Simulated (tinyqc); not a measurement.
What moves the results: Wannier functions of a composite (isolated) pair of valence bands (bonds of an sp chain). A value that a table varies takes the place of the one given here.

Each atom has a hybrid pointing left (<) and right (>). H(k): diagonal +V3 on A, -V3 on B; <A<|A>> = -V1a, <B<|B>> = -V1b, <A>|B<> = -V2, <B>|A<> = -V2p exp(ik); k in 1/a, Bloch sums with exp(ikR). The two lowest bands are filled. Trial functions in cell 0: g1 = cos(c) A> + sin(c) B<, and g2 = sin(c) B> + cos(c) A< of cell 1, whose Bloch vector has cos(c) exp(-ik) on A<. Projection A_mn = <psi_m|g_n>, S = A^+ A, Loewdin U = A S^(-1/2), Bloch-like states w_n = sum_m psi_m U_mn, H_W(k) = U^+ diag(E) U. P = sum_m |psi_m><psi_m| is free of phase choices, and S = g^+ P g, w = P g S^(-1/2).

Inputs chosen for the exercise: V2 = 4.89 eV (coupling in the bond A-B inside the cell); V2p = 3.09 eV (coupling in the bond to the next cell); V1a = 0.86 eV (coupling of the two hybrids on A); V1b = 0.75 eV (the same on B); V3 = 0.93 eV (A at +V3, B at -V3); xb = 0.58 a (position of B (A at 0)); c = 45 degrees (trial bonds cos(c) on A, sin(c) on B).

## Choice of the trial bonds

N = 12; centres and spreads in real space with point-like hybrids at R and R + xb; smallest eigenvalue of S over the mesh.

Trial angle:
```
c (deg)  smallest S  centre 1 (a)  centre 2 (a)  sum of centres  total spread (a^2)  H_12(R = 0), mean over k (eV)
15            0.549        0.3424        0.7304          1.0728              0.1243                        -0.4638
30            0.791        0.3424        0.7304          1.0728              0.1242                        -0.4613
45            0.955        0.3424        0.7304          1.0728              0.1242                        -0.4592
55            0.976        0.3424        0.7304          1.0728              0.1242                        -0.4579
65            0.894        0.3424        0.7304          1.0728              0.1242                        -0.4565
75            0.765        0.3424        0.7304          1.0728              0.1243                        -0.4550
85            0.604        0.3424        0.7304          1.0728              0.1243                        -0.4533
```

What can be read from the table?

The sum of the centres stays at 1.0728 a within 0.0000: it gives the electronic polarisation, modulo a, and is fixed by the filled space. Single centres move by less than 0.0001 a here and H_12(0), a matter of gauge, moves by 10 meV. The total spread runs only from 0.1242 to 0.1243 a^2, so the orthogonalisation repairs even poor trials; the projection is best at c = 55 degrees among these rows, and the two bonds, isolated, have c = 50 and 53.

## Interpolating the pair or each band alone

Largest error on 25 points from 0 to pi. Pair: diagonalise the Hermitian part of sum_R exp(ikR) H(R) over the N cells nearest the origin, with H(R) the mean of exp(-ikR) H_W(k) on the mesh k = 2 pi j/N. Alone: the cosine series of each sorted band on the same mesh.

Errors (meV):
```
N      pair  each band alone
3   1.14885          9.14131
4   0.29556          0.51736
5   0.02039          0.66787
6   0.00504          0.04840
8   0.00010          0.00456
10  0.00000          0.00046
14  0.00000          0.00001
```

smallest spacing of the two filled bands = 1.7719 eV

What can be read from the table?

At N = 6 the pair errs by 0.0050 meV and the single bands by 0.048; at N = 10, 2.4e-06 against 0.00046. Both fall exponentially: the pair at a rate tied to the gap to the empty bands (5.83 eV), the single bands at a slower one tied to their own spacing (1.772 eV at the closest). Not every column falls at every step, since even meshes hold k = pi and odd ones do not.

## What each parameter does

N = 12: centres, total spread (point-like hybrids at R and R + xb) and H_12(0). Each row changes one parameter from the base and keeps the others.

Results:
```
case           centre 1 (a)  centre 2 (a)  total spread (a^2)  H_12(0) (eV)
base                 0.3424        0.7304              0.1242       -0.4592
V2 = 5.29 eV         0.3386        0.7303              0.1244       -0.4562
V2p = 3.49 eV        0.3427        0.7368              0.1247       -0.4547
V1a = 1.06 eV        0.3413        0.7312              0.1250       -0.4578
V1b = 0.95 eV        0.3426        0.7299              0.1250       -0.5813
V3 = 1.33 eV         0.3640        0.7080              0.1181       -0.4931
xb = 0.63 a          0.3719        0.7624              0.1298       -0.4592
```

How do the results move?

The largest shifts from the base row, up to three for each result and ties (the steps differ in size, so this ranks the rows, not the parameters). centre 1 (a): xb +0.0295, V3 +0.0216, V2 -0.0038. centre 2 (a): xb +0.0320, V3 -0.0224, V2p +0.0064. total spread (a^2): V3 -0.0062, xb +0.0055, V1a +0.0008. H_12(0) (eV): V1b -0.1222, V3 -0.0339, V2p +0.0045; unchanged at the printed digits by xb.

Program tinyqc; command `OMP_NUM_THREADS=1 python tinyqc.py 1452345 1452346 out.jsonl`; about 0.2 s on one thread of a shared Intel(R) Xeon(R) Processor @ 2.30GHz.
